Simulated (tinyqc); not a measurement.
RHF in the sto-3g basis, for BeH+, spin multiplicity 1, step by step. One step of it, computed by the program tinyqc.

Task: Iteration 1: building the Fock matrix. J_ij = sum D_kl (ij|kl), K_ij = sum D_kl (ik|jl); F = H + J - 0.5 K; E = tr D H + tr D J / 2 - 0.25 tr D K + E_nn.

D at the start:
```
            1Be 1s     1Be 2s    1Be 2px    1Be 2py    1Be 2pz      2H 1s
1Be 1s    0.679344  -0.822489  -0.296121   0.224517   0.610404   0.003317
1Be 2s   -0.822489   1.474376  -0.012549  -0.202745  -0.432570  -1.090702
1Be 2px  -0.296121  -0.012549   0.416783  -0.151427  -0.503679   0.841116
1Be 2py   0.224517  -0.202745  -0.151427   0.084172   0.245968  -0.155761
1Be 2pz   0.610404  -0.432570  -0.503679   0.245968   0.744694  -0.692868
2H 1s     0.003317  -1.090702   0.841116  -0.155761  -0.692868   2.467502
```

core Hamiltonian H = T + V (hartree):
```
            1Be 1s     1Be 2s    1Be 2px    1Be 2py    1Be 2pz      2H 1s
1Be 1s   -8.204603  -2.019841   0.000000   0.000000  -0.013146  -0.333773
1Be 2s   -2.019841  -2.428216   0.000000   0.000000  -0.122205  -0.895740
1Be 2px   0.000000   0.000000  -1.929752   0.000000   0.000000   0.000000
1Be 2py   0.000000   0.000000   0.000000  -1.929752   0.000000   0.000000
1Be 2pz  -0.013146  -0.122205   0.000000   0.000000  -2.021147  -0.997762
2H 1s    -0.333773  -0.895740   0.000000   0.000000  -0.997762  -1.812460
```

Two-electron integrals (ij|kl) in chemists' order, unique and non-zero (hartree):
```
(11|11) 2.298831   (21|11) 0.392036   (21|21) 0.079539   (22|11) 0.570988
(22|21) 0.143041   (22|22) 0.417683   (31|31) 0.014607   (32|31) 0.021888
(32|32) 0.092265   (33|11) 0.569578   (33|21) 0.143083   (33|22) 0.417589
(33|33) 0.449859   (41|41) 0.014607   (42|41) 0.021888   (42|42) 0.092265
(43|43) 0.024249   (44|11) 0.569578   (44|21) 0.143083   (44|22) 0.417589
(44|33) 0.401360   (44|44) 0.449859   (51|51) 0.014607   (52|51) 0.021888
(52|52) 0.092265   (53|53) 0.024249   (54|54) 0.024249   (55|11) 0.569578
(55|21) 0.143083   (55|22) 0.417589   (55|33) 0.401360   (55|44) 0.401360
(55|55) 0.449859   (61|11) 0.062805   (61|21) 0.012735   (61|22) 0.023105
(61|33) 0.022947   (61|44) 0.022947   (61|51) 0.001120   (61|52) 0.002121
(61|55) 0.023433   (61|61) 0.002137   (62|11) 0.167086   (62|21) 0.042549
(62|22) 0.137329   (62|33) 0.131948   (62|44) 0.131948   (62|51) 0.005538
(62|52) 0.035344   (62|55) 0.147964   (62|61) 0.007538   (62|62) 0.070004
(63|31) 0.003707   (63|32) 0.017828   (63|53) 0.005958   (63|63) 0.006032
(64|41) 0.003707   (64|42) 0.017828   (64|54) 0.005958   (64|64) 0.006032
(65|11) 0.184925   (65|21) 0.047630   (65|22) 0.161007   (65|33) 0.151497
(65|44) 0.151497   (65|51) 0.008912   (65|52) 0.054702   (65|55) 0.179861
(65|61) 0.008773   (65|62) 0.092902   (65|65) 0.126643   (66|11) 0.336261
(66|21) 0.087098   (66|22) 0.316056   (66|33) 0.293521   (66|44) 0.293521
(66|51) 0.012636   (66|52) 0.106236   (66|55) 0.360841   (66|61) 0.015736
(66|62) 0.208878   (66|65) 0.293054   (66|66) 0.774606
```

nuclear repulsion = 1.34994186 hartree

Give: Coulomb J; exchange K; Fock matrix F; total energy of this density.

Result:

Coulomb J (hartree):
```
          1Be 1s   1Be 2s  1Be 2px  1Be 2py  1Be 2pz    2H 1s
1Be 1s    2.6776   0.5808  -0.0030  -0.0035   0.0057   0.0945
1Be 2s    0.5808   1.5459   0.0147  -0.0331   0.0561   0.6325
1Be 2px  -0.0030   0.0147   1.5141  -0.0073  -0.0144   0.0015
1Be 2py  -0.0035  -0.0331  -0.0073   1.4979   0.0101  -0.0045
1Be 2pz   0.0057   0.0561  -0.0144   0.0101   1.6218   0.8031
2H 1s     0.0945   0.6325   0.0015  -0.0045   0.8031   1.9401
```

exchange K (hartree):
```
          1Be 1s   1Be 2s  1Be 2px  1Be 2py  1Be 2pz    2H 1s
1Be 1s    1.0286  -0.0883  -0.1526   0.0936   0.2308  -0.0215
1Be 2s   -0.0883   0.3740   0.0707  -0.0897  -0.2450   0.1089
1Be 2px  -0.1526   0.0707   0.2853  -0.0644  -0.0819   0.1629
1Be 2py   0.0936  -0.0897  -0.0644   0.1437   0.0802  -0.0323
1Be 2pz   0.2308  -0.2450  -0.0819   0.0802   0.4011   0.2838
2H 1s    -0.0215   0.1089   0.1629  -0.0323   0.2838   1.1696
```

Fock matrix F (hartree):
```
          1Be 1s   1Be 2s  1Be 2px  1Be 2py  1Be 2pz    2H 1s
1Be 1s   -6.0414  -1.3949   0.0734  -0.0503  -0.1229  -0.2285
1Be 2s   -1.3949  -1.0693  -0.0207   0.0117   0.0565  -0.3177
1Be 2px   0.0734  -0.0207  -0.5583   0.0249   0.0266  -0.0799
1Be 2py  -0.0503   0.0117   0.0249  -0.5037  -0.0300   0.0116
1Be 2pz  -0.1229   0.0565   0.0266  -0.0300  -0.5998  -0.3366
2H 1s    -0.2285  -0.3177  -0.0799   0.0116  -0.3366  -0.4572
```

total energy of this density = -5.592800 hartree
